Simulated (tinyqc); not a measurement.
What moves the results: density of states of one tight-binding band on the simple cubic lattice. A value that a table varies takes the place of the one given here.

E(k) = -2 t (c1 + c2 + c3) - 4 t2 (c1 c2 + c2 c3 + c3 c1) with ci = cos(2 pi ki); k in fractions of the reciprocal vectors, mesh k_i = j/N with j = 0 .. N-1. Densities are per cell and per spin, so the band holds one state.

Each cube of the mesh, corners numbered 0 to 7 as the binary number (i j l), is cut into six tetrahedra around the diagonal 0-7: 0137, 0157, 0237, 0267, 0457, 0467. For corner energies e1 <= e2 <= e3 <= e4 and eij = ei - ej, the share of the tetrahedron below E is n = (E - e1)^3/(e21 e31 e41) for e1 < E < e2; n = [e21^2 + 3 e21 x + 3 x^2 - (e31 + e42) x^3/(e32 e42)]/(e31 e41) with x = E - e2 for e2 < E < e3; n = 1 - (e4 - E)^3/(e41 e42 e43) for e3 < E < e4; its density of states is g = dn/dE.

Gaussian broadening: g(E) = mean over the mesh of exp(-(E - E_k)^2/(2 sigma^2))/(sigma sqrt(2 pi)), n(E) = mean of erfc((E_k - E)/(sigma sqrt 2))/2.

Values chosen for the exercise: t = 1.76 eV (nearest hopping); t2 = 0.03 eV (second hopping); N2 = 8 (mesh points along each axis in this comparison); sigma = 0.528 eV (Gaussian width); E = -1.22 eV (energy at which the density is wanted).

## Three ways to the same curve

N = N2 here; the reference is the linear method with N = 36.

g(E) (1/eV):
```
E (eV),reference,linear tetrahedra,"Gaussian, sigma","Gaussian, sigma/4",reference n(E)
-8.999,0.016,0.015,0.019,0.009,0.019
-7.079,0.027,0.026,0.022,0.029,0.059
-5.159,0.042,0.042,0.046,0.093,0.124
-3.239,0.081,0.078,0.081,0.051,0.232
-1.319,0.081,0.084,0.058,0.072,0.387
0.601,0.081,0.086,0.086,0.000,0.543
2.521,0.083,0.088,0.101,0.333,0.700
4.441,0.055,0.053,0.047,0.017,0.845
6.361,0.033,0.032,0.034,0.001,0.927
8.281,0.019,0.018,0.022,0.071,0.977
```

Root-mean-square errors against the reference: 0.0028 for linear tetrahedra, 0.0099 for sigma and 0.0883 for sigma/4. The narrow Gaussian is worse than the wide one, because it resolves the separate mesh levels. The reference is highest at 2.521 eV of the energies listed, and half filling lies between -1.319 and 0.601 eV.

## Convergence with the mesh

At the energy E; the plain count is the share of mesh points below E; the reference is the linear method with N = 36.

Results:
```
N,points,g linear,n linear,g Gaussian,n Gaussian,n plain count
4,64,0.1011,0.3672,0.0122,0.3461,0.3438
6,216,0.0892,0.3878,0.0871,0.4148,0.4444
8,512,0.0841,0.3899,0.0596,0.3912,0.3867
12,1728,0.0820,0.3932,0.0817,0.3984,0.4178
16,4096,0.0819,0.3942,0.0817,0.3954,0.4067
20,8000,0.0816,0.3945,0.0810,0.3953,0.3847
```

reference n and g: 0.3951  0.0810

The linear n(E) stays within 0.002 of the reference from N = 12 on. The Gaussian g stays within 1 % of its last value from N = 12 on; it tends to the broadened curve, not the true one. At the last mesh it lies 0.000 1/eV from the reference g and the linear g +0.001. The plain count errs by -0.0103 at the last mesh.

## Critical points

The gradient vanishes at these points by symmetry; the signs of the eigenvalues of the second-derivative matrix give the type.

Critical points:
```
point,k,E (eV),positive,negative,type
Gamma,"(0, 0, 0)",-10.9200,3,0,minimum
X,"(0.5, 0, 0)",-3.4000,2,1,saddle
M,"(0.5, 0.5, 0)",3.6400,1,2,saddle
R,"(0.5, 0.5, 0.5)",10.2000,0,3,maximum
```

Gamma is a minimum at -10.920 eV: its contribution to g starts as a square root. X is a saddle at -3.400 eV: g has a square-root kink there. M is a saddle at 3.640 eV: g has a square-root kink there. R is a maximum at 10.200 eV: its contribution to g ends as a square root.

## What moves the count of states

Linear method and Gaussian sum with N = 14. Each row changes one parameter from the base and keeps the others.

Results:
```
case,n linear,g linear (1/eV),n Gaussian,g Gaussian (1/eV)
base,0.3936,0.0822,0.3948,0.0777
t = 1.936 eV,0.4033,0.0749,0.4035,0.0710
E = -1.044 eV,0.4081,0.0824,0.4087,0.0801
sigma = 1.056 eV,0.3936,0.0822,0.3955,0.0805
t2 = 0.118 eV,0.3773,0.0804,0.3791,0.0762
```

The largest shifts from the base row, up to three for each result and ties (the steps differ in size, so this ranks the rows, not the parameters). n linear: t2 -0.0163, E +0.0145, t +0.0096; unchanged at the printed digits by sigma. g linear (1/eV): t -0.0073, t2 -0.0018, E +0.0002; unchanged at the printed digits by sigma. n Gaussian: t2 -0.0157, E +0.0139, t +0.0087. g Gaussian (1/eV): t -0.0067, sigma +0.0029, E +0.0025.

(tinyqc, `OMP_NUM_THREADS=1 python tinyqc.py 1650116 1650117 out.jsonl`, Intel(R) Xeon(R) Processor @ 2.30GHz, 1 thread, shared host, about 0.2 s.)
